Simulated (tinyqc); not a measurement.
Worked calculation: empirical pseudopotential in a few plane waves. Computed by tinyqc, a small Python program that keeps every step. Settings: plane-wave index or count = 15. Command: `OMP_NUM_THREADS=1 python tinyqc.py 22746 22747 out.jsonl` (the two numbers bound the seeds that draw the settings). One thread of a shared host (Intel(R) Xeon(R) Processor @ 2.60GHz), about 0.2 s of CPU time with the checks.

## Bloch Hamiltonian at k

Parameters chosen for this model: fcc lattice, atoms at +/- a/8 (1,1,1); form factors in rydberg at |G|^2 in units of (2 pi/a)^2:
```
parameter                 value      unit
a                      5.790000  angstrom
VS(3)                 -0.222000        Ry
VS(8)                 -0.010000        Ry
VS(11)                 0.032000        Ry
VA(3)                  0.149000        Ry
VA(4)                  0.090000        Ry
VA(11)                 0.029000        Ry
hbar^2/2m (2 pi/a)^2   4.486685        eV
```

k point k (2 pi / a): [-0.1700, 0.4200, -0.1300]

Basis: the 15 shortest G (labels in 2 pi/a), the same at every k. H(G,G') = c |k + G|^2 delta + VS(|G-G'|^2) cos((G-G').tau) + i VA sin((G-G').tau), tau = a/8 (1,1,1); 1 Ry = 13.605693 eV.

H(k) at k (eV):
```
                 +0+0+0           -1-1-1           -1-1+1           -1+1-1
+0+0+0           0.9969   2.1358+1.4335i  -2.1358+1.4335i  -2.1358+1.4335i
-1-1-1   2.1358-1.4335i          13.3802   0.0000-1.2245i   0.0000-1.2245i
-1-1+1  -2.1358-1.4335i   0.0000+1.2245i          11.0471          -0.1361
-1+1-1  -2.1358-1.4335i   0.0000+1.2245i          -0.1361          20.9178
-1+1+1  -2.1358+1.4335i           0.1361   0.0000+1.2245i   0.0000+1.2245i
+1-1-1  -2.1358-1.4335i   0.0000+1.2245i          -0.1361          -0.1361
+1-1+1  -2.1358+1.4335i           0.1361   0.0000+1.2245i           0.0000
+1+1-1  -2.1358+1.4335i           0.1361           0.0000   0.0000+1.2245i
+1+1+1   2.1358+1.4335i           0.0000           0.1361           0.1361
-2+0+0   0.0000-1.2245i  -2.1358+1.4335i  -2.1358-1.4335i  -2.1358-1.4335i
+0-2+0   0.0000-1.2245i  -2.1358+1.4335i  -2.1358-1.4335i   0.3079-0.2790i
+0+0-2   0.0000-1.2245i  -2.1358+1.4335i   0.3079-0.2790i  -2.1358-1.4335i
+0+0+2   0.0000+1.2245i  -0.3079-0.2790i   2.1358+1.4335i  -0.3079+0.2790i
+0+2+0   0.0000+1.2245i  -0.3079-0.2790i  -0.3079+0.2790i   2.1358+1.4335i
+2+0+0   0.0000+1.2245i  -0.3079-0.2790i  -0.3079+0.2790i  -0.3079+0.2790i

                 -1+1+1           +1-1-1           +1-1+1           +1+1-1
+0+0+0  -2.1358-1.4335i  -2.1358+1.4335i  -2.1358-1.4335i  -2.1358-1.4335i
-1-1-1           0.1361   0.0000-1.2245i           0.1361           0.1361
-1-1+1   0.0000-1.2245i          -0.1361   0.0000-1.2245i           0.0000
-1+1-1   0.0000-1.2245i          -0.1361           0.0000   0.0000-1.2245i
-1+1+1          18.5847           0.0000          -0.1361          -0.1361
+1-1-1           0.0000          10.3292   0.0000-1.2245i   0.0000-1.2245i
+1-1+1          -0.1361   0.0000+1.2245i           7.9962          -0.1361
+1+1-1          -0.1361   0.0000+1.2245i          -0.1361          17.8669
+1+1+1   0.0000+1.2245i           0.1361   0.0000+1.2245i   0.0000+1.2245i
-2+0+0   2.1358-1.4335i   0.3079-0.2790i  -0.3079-0.2790i  -0.3079-0.2790i
+0-2+0  -0.3079-0.2790i  -2.1358-1.4335i   2.1358-1.4335i  -0.3079-0.2790i
+0+0-2  -0.3079-0.2790i  -2.1358-1.4335i  -0.3079-0.2790i   2.1358-1.4335i
+0+0+2  -2.1358+1.4335i  -0.3079+0.2790i  -2.1358+1.4335i   0.3079+0.2790i
+0+2+0  -2.1358+1.4335i  -0.3079+0.2790i   0.3079+0.2790i  -2.1358+1.4335i
+2+0+0   0.3079+0.2790i   2.1358+1.4335i  -2.1358+1.4335i  -2.1358+1.4335i

                 +1+1+1           -2+0+0           +0-2+0           +0+0-2
+0+0+0   2.1358-1.4335i   0.0000+1.2245i   0.0000+1.2245i   0.0000+1.2245i
-1-1-1           0.0000  -2.1358-1.4335i  -2.1358-1.4335i  -2.1358-1.4335i
-1-1+1           0.1361  -2.1358+1.4335i  -2.1358+1.4335i   0.3079+0.2790i
-1+1-1           0.1361  -2.1358+1.4335i   0.3079+0.2790i  -2.1358+1.4335i
-1+1+1   0.0000-1.2245i   2.1358+1.4335i  -0.3079+0.2790i  -0.3079+0.2790i
+1-1-1           0.1361   0.3079+0.2790i  -2.1358+1.4335i  -2.1358+1.4335i
+1-1+1   0.0000-1.2245i  -0.3079+0.2790i   2.1358+1.4335i  -0.3079+0.2790i
+1+1-1   0.0000-1.2245i  -0.3079+0.2790i  -0.3079+0.2790i   2.1358+1.4335i
+1+1+1          15.5338  -0.3079-0.2790i  -0.3079-0.2790i  -0.3079-0.2790i
-2+0+0  -0.3079+0.2790i          21.9946          -0.1361          -0.1361
+0-2+0  -0.3079+0.2790i          -0.1361          11.4060          -0.1361
+0+0-2  -0.3079+0.2790i          -0.1361          -0.1361          21.2768
+0+0+2  -2.1358-1.4335i           0.1361           0.1361           0.0000
+0+2+0  -2.1358-1.4335i           0.1361           0.0000           0.1361
+2+0+0  -2.1358-1.4335i           0.0000           0.1361           0.1361

                 +0+0+2           +0+2+0           +2+0+0
+0+0+0   0.0000-1.2245i   0.0000-1.2245i   0.0000-1.2245i
-1-1-1  -0.3079+0.2790i  -0.3079+0.2790i  -0.3079+0.2790i
-1-1+1   2.1358-1.4335i  -0.3079-0.2790i  -0.3079-0.2790i
-1+1-1  -0.3079-0.2790i   2.1358-1.4335i  -0.3079-0.2790i
-1+1+1  -2.1358-1.4335i  -2.1358-1.4335i   0.3079-0.2790i
+1-1-1  -0.3079-0.2790i  -0.3079-0.2790i   2.1358-1.4335i
+1-1+1  -2.1358-1.4335i   0.3079-0.2790i  -2.1358-1.4335i
+1+1-1   0.3079-0.2790i  -2.1358-1.4335i  -2.1358-1.4335i
+1+1+1  -2.1358+1.4335i  -2.1358+1.4335i  -2.1358+1.4335i
-2+0+0           0.1361           0.1361           0.0000
+0-2+0           0.1361           0.0000           0.1361
+0+0-2           0.0000           0.1361           0.1361
+0+0+2          16.6106          -0.1361          -0.1361
+0+2+0          -0.1361          26.4813          -0.1361
+2+0+0          -0.1361          -0.1361          15.8927
```

## Levels at k

Diagonalise the Hermitian matrix.

eigenvalues (eV): [-5.5364, 6.2176, 8.3621, 8.5700, 12.1886, 13.6659, 15.0125, 15.9215, 17.1447, 18.9545, 19.8623, 21.9606, 23.8937, 25.0421, 29.0553]

## Bands along a path

The same steps at evenly spaced points between the labelled ones.

Bands along the path (eV), lowest eight:
```
k          band 1  band 2  band 3  band 4   band 5   band 6   band 7   band 8
L         -4.6791  4.3829  8.8978  8.8978  10.9707  14.7991  14.7991  17.4713
L-G 0.20  -5.0659  4.8403  8.8137  8.8137  10.9519  14.8298  14.8298  17.5908
L-G 0.40  -5.4452  5.6661  8.8577  8.8577  11.1158  15.0249  15.0249  15.8759
L-G 0.60  -5.7585  6.7655  8.9881  8.9881  11.2061  14.5436  15.0700  15.0700
L-G 0.80  -5.9627  8.0371  9.1328  9.1328  10.6238  14.2909  14.7763  14.7763
G         -6.0334  9.1976  9.1976  9.1976   9.5987  14.5987  14.5987  14.5987
G-X 0.20  -5.9392  7.9666  8.9724  8.9724  10.9887  13.8294  15.0482  15.0482
G-X 0.40  -5.6669  6.7637  8.4990  8.4990  12.3194  12.8927  15.4884  16.1841
G-X 0.60  -5.2499  5.7701  8.0663  8.0663  11.8827  12.5731  15.9497  17.7025
G-X 0.80  -4.7476  5.0055  7.8310  7.8310  11.4816  11.8185  17.9098  19.4609
X         -4.2458  4.5375  7.8647  7.8647  11.4383  11.5304  20.2263  21.4384
```

With 4 band(s) filled, the highest filled level on these points lies at G and the lowest empty one at G: a gap of 0.4010 eV, direct. This holds for the small fixed basis; with all plane waves up to |k + G|^2 = 21 (2 pi/a)^2 the gap along the path is 0.65 eV.

## Convergence with the number of plane waves

Levels at G counted from the fourth one.

Levels (eV):
```
plane waves   level 1  level 5  level 8
9            -16.2974   0.7384   2.4490
15           -15.2311   0.4010   5.4010
27           -14.5564   0.6040   6.0145
51           -14.1237   0.5844   6.5390
59           -14.0118   0.6415   6.4830
65           -13.9875   0.6360   6.4990
89           -13.9658   0.6406   6.5112
```
